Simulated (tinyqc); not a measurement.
From results back to parameters: hole subbands of a hard-walled well, four-band Luttinger model. Four cases, with inputs chosen for the exercise.

Problem. At k = 0 in a hard-walled well HHn = c (g1 - 2 g2)(n pi/L)^2 - Z0 and LHn = c (g1 + 2 g2)(n pi/L)^2 + Z0, c = hbar^2/2m0. Two spacings were computed from hidden g1 and g2.

Constants: hbar^2/2m0 = 3.80998211 eV angstrom^2.

Case 1.

Values chosen (out of a larger set: near those of GaAs; not measured data): L = 95 angstrom (well width along [001]); Z0 = 0 eV (shear strain energy).

HH2 - HH1 = 34.999 meV
LH1 - HH1 = 34.166 meV

Case 2.

Values chosen (out of a larger set: near those of Ge; not measured data): L = 140 angstrom (well width along [001]); Z0 = -0.0452 eV (shear strain energy).

HH2 - HH1 = 28.202 meV
LH1 - HH1 = -57.939 meV

Case 3.

Values chosen (out of a larger set: near those of InP; not measured data): L = 145 angstrom (well width along [001]); Z0 = 0.0202 eV (shear strain energy).

HH2 - HH1 = 10.194 meV
LH1 - HH1 = 51.918 meV

Case 4.

Values chosen (out of a larger set: near those of Ge; not measured data): L = 70 angstrom (well width along [001]); Z0 = 0.0227 eV (shear strain energy).

HH2 - HH1 = 113.039 meV
LH1 - HH1 = 175.246 meV

Find: u = c (pi/L)^2; g2; g1.
Solution. HH2 - HH1 = 3u (g1 - 2 g2) and LH1 - HH1 = 4 u g2 + 2 Z0.

Case 1.

u = c (pi/L)^2 = 4.167 meV
g2 = 2.05
g1 = 6.90

Case 2.

u = c (pi/L)^2 = 1.919 meV
g2 = 4.23
g1 = 13.36

Case 3.

u = c (pi/L)^2 = 1.788 meV
g2 = 1.61
g1 = 5.12

Case 4.

u = c (pi/L)^2 = 7.674 meV
g2 = 4.23
g1 = 13.37

Computed by tinyqc, one run a case: `OMP_NUM_THREADS=1 python tinyqc.py N N+1 out.jsonl` with N = 1281932, 1281949, 1281958, 1281979; one thread of a shared Intel(R) Xeon(R) Processor @ 2.30GHz, about 0.1 s a run at most.
